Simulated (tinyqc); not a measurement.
Geometry relaxation of a small cluster: one step, computed by the program tinyqc. Command: `OMP_NUM_THREADS=1 python tinyqc.py 3011283 3011284 out.jsonl relax walk`. One thread of a shared host (Intel(R) Xeon(R) Processor @ 2.30GHz), about 0.01 s of CPU time with the checks.

E = sum_(i<j) phi(r_ij), phi(r) = eps [exp(-2 alpha (r - r0)) - 2 exp(-alpha (r - r0))]; the force on i is -sum_j phi'(r_ij) (R_i - R_j)/r_ij.

Task: The first two steps. Conjugate gradient (Polak-Ribiere): d = F + beta d(old), beta = max(0, F.(F - F(old))/|F(old)|^2), d = F at first; step length from one secant, s = eta (F.d)/(F.d - F(R + eta d).d), replaced by eta if that is not positive; R(new) = R + s d. No atom moves more than 0.3 angstrom a step (the whole step is scaled). Stop when the largest force component is below 1e-5 eV/angstrom.

Inputs (values chosen for the exercise, for model atoms):

| quantity | value | unit |
|---|---|---|
| length r0 | 2.71 | angstrom |
| well depth eps | 0.74 | eV |
| stiffness alpha | 1.73 | 1/angstrom |
| step factor eta | 0.068 | angstrom^2/eV |

Potential: Morse. Method: conjugate gradient.

starting positions (angstrom):
```
            x      y      z
atom 1  -0.15  -0.11  -0.03
atom 2   2.52  -0.11   0.01
atom 3   1.22   2.34  -0.09
```

Give: positions after step 1; energy after step 1; positions after step 2; energy after step 2.

Result:

positions after step 1 (angstrom):
```
             x       y       z
atom 1  -0.155  -0.067  -0.031
atom 2   2.532  -0.078   0.009
atom 3   1.213   2.265  -0.088
```

energy after step 1 = -2.218 eV

positions after step 2 (angstrom):
```
             x       y       z
atom 1  -0.165  -0.062  -0.032
atom 2   2.546  -0.080   0.009
atom 3   1.209   2.262  -0.088
```

energy after step 2 = -2.219 eV
